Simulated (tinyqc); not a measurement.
Flow curve at three pumping speeds: Berg model of reactive sputtering of a nitride or oxide: poisoning, hysteresis and pumping speed. Computed by tinyqc, a small Python program. Command: `OMP_NUM_THREADS=1 python tinyqc.py 3031349 3031350 out.jsonl berg walk`. One thread of a shared host (Intel(R) Xeon(R) Processor @ 2.30GHz), about 0.04 s of CPU time with the checks.

A diatomic gas reacts with bare metal on the target and on the collecting surfaces; ions remove metal and compound from the target. theta_t and theta_c are the compound fractions.

Inputs (values chosen for the exercise, close to those used for tantalum nitride):
```
quantity                         value     unit
ion current density J               36  mA/cm^2
target area A_t                    110     cm^2
collecting area A_c               5200     cm^2
metal yield Y_m                   0.63        -
compound yield Y_c                 0.2        -
sticking coefficient alpha        0.49        -
reactive atoms per metal atom z      1        -
gas mass M                          28        u
pumping speed S                    450      l/s
gas temperature T                  300        K
```

Constants: e = 1.602176634e-19 C; u = 1.6605390666e-27 kg; k_B = 1.380649e-23 J/K.

Method. Ion flux j = J/e; gas flux F = P/sqrt(2 pi M k_B T). Target: (2/z) alpha F (1 - theta_t) = j Y_c theta_t. Sputtered flows F_c = j Y_c theta_t A_t, F_m = j Y_m (1 - theta_t) A_t. Collector: (2/z) alpha F (1 - theta_c) A_c + F_c (1 - theta_c) = F_m theta_c. Gas use Q = alpha F [(1 - theta_t) A_t + (1 - theta_c) A_c] + P S/(k_B T); 1 sccm = 4.4780e17 molecules/s. Rate R = F_m + F_c, given relative to j Y_m A_t. P is a single-valued function of the flow Q only if dQ/dP > 0 everywhere: S must exceed k_B T times the steepest fall of the surface terms with P.

pressure of the steepest fall = 0.0111182 Pa

critical pumping speed = 307.388 l/s

Pressure as the free variable:
```
P (Pa)   theta_t  theta_c  relative rate  Q at S_c/4 (sccm)  Q at S_c (sccm)  Q at 2 S_c (sccm)
0.00056  0.03392  0.35753        0.97685              6.096            6.165              6.258
0.00110  0.06451  0.53011        0.95597              8.857            8.993              9.176
0.00220  0.12120  0.70580        0.91727             11.347           11.621             11.985
0.00390  0.19646  0.82282        0.86591             12.549           13.034             13.680
0.00670  0.29579  0.90084        0.79811             12.778           13.611             14.721
0.01100  0.40815  0.94654        0.72142             12.328           13.695             15.518
0.01800  0.53017  0.97326        0.63814             11.544           13.781             16.765
0.02800  0.63707  0.98651        0.56517             10.854           14.334             18.975
0.04400  0.73393  0.99365        0.49906             10.445           15.914             23.206
0.08900  0.84801  0.99819        0.42120             10.997           22.060             36.810
```

What does the comparison show, and why?

At S_c/4 the flow falls with pressure in 4 of the intervals: as the target poisons, less metal arrives to getter the gas. At 2 S_c it rises throughout. Coverages and rate depend on P alone, not on S. The collector converts before the target (theta_c = 0.90 at theta_t = 0.30), since the metal is spread over a larger area and no ions clean it. The rate tends to Y_c/Y_m = 0.317.
